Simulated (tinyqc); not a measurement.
Random telegraph noise from one oxide trap in a small MOSFET: one step of the calculation.

An acceptor-like trap exchanges electrons with the channel. Inversion charge Q = Cox u, u = n Vt W0(exp((Vg - VT)/(n Vt))), W0 the Lambert function, n = nf, Cox = eps0 eox/tox; linear regime Id = (W/L) mu Q Vd. Relative to threshold the surface potential rises by Vt ln(u/u0) and the oxide voltage by the rest of Vg - VT, with u0 = n Vt W0(1).

Task. Trap level, time constants and occupancy. N = Cox u/q; dpsi = Vt ln(u/u0); E = E0 - dpsi - (xt/tox)(Vg - VT - dpsi); capture time tc = 1/[(N/zi) vth s0 exp(-xt/lt - EB/Vt)]; emission time te = tc exp(-E/Vt); occupancy te/(tc + te).

Parameters, values chosen for the exercise; values of the order met in silicon transistors:

| symbol | value | unit | meaning |
|---|---|---|---|
| T | 350 | K | temperature |
| eox | 7.59 |  | relative permittivity of the gate insulator (close to silicon nitride) |
| tox | 8.6 | nm | insulator thickness |
| xt | 2.3 | nm | depth of the trap from the channel interface |
| E0 | 0.02 | eV | trap level above the channel Fermi level at threshold |
| s0 | 8e-16 | cm^2 | capture prefactor |
| EB | 0.5 | eV | capture barrier (lattice relaxation) |
| lt | 0.17 | nm | tunnelling decay length |
| vth | 2.1e7 | cm/s | thermal velocity |
| zi | 1.9 | nm | thickness of the inversion layer |
| VT | 0.49 | V | threshold voltage |
| nf | 1.24 |  | body factor |
| Vg | 0.47 | V | gate voltage |

Constants: q = 1.602176634e-19 C, kB = 1.380649e-23 J/K, Vt = kB T/q, eps0 = 8.8541878128e-14 F/cm where lengths are in cm. Results are converted to the units shown.

Give: u; N; dpsi; E; tc; te; occupancy.

Result.

u = 0.014763 V
N = 7.2005e10 cm^-2
dpsi = -0.010929 V
E = 0.033355 eV
tc = 1868.6 s
te = 618.33 s
occupancy = 0.24863

The trap lies 1.1 Vt above the Fermi level, so it is filled 24.9 % of the time.

Range of the model: VT is taken as given; short-channel effects and the uneven flow of current among few electrons are left out.

Computed by the program tinyqc: `OMP_NUM_THREADS=1 python tinyqc.py 2710149 2710150 out.jsonl`, one thread of a shared Intel Xeon 2.30GHz, about 0.01 s for the whole run.
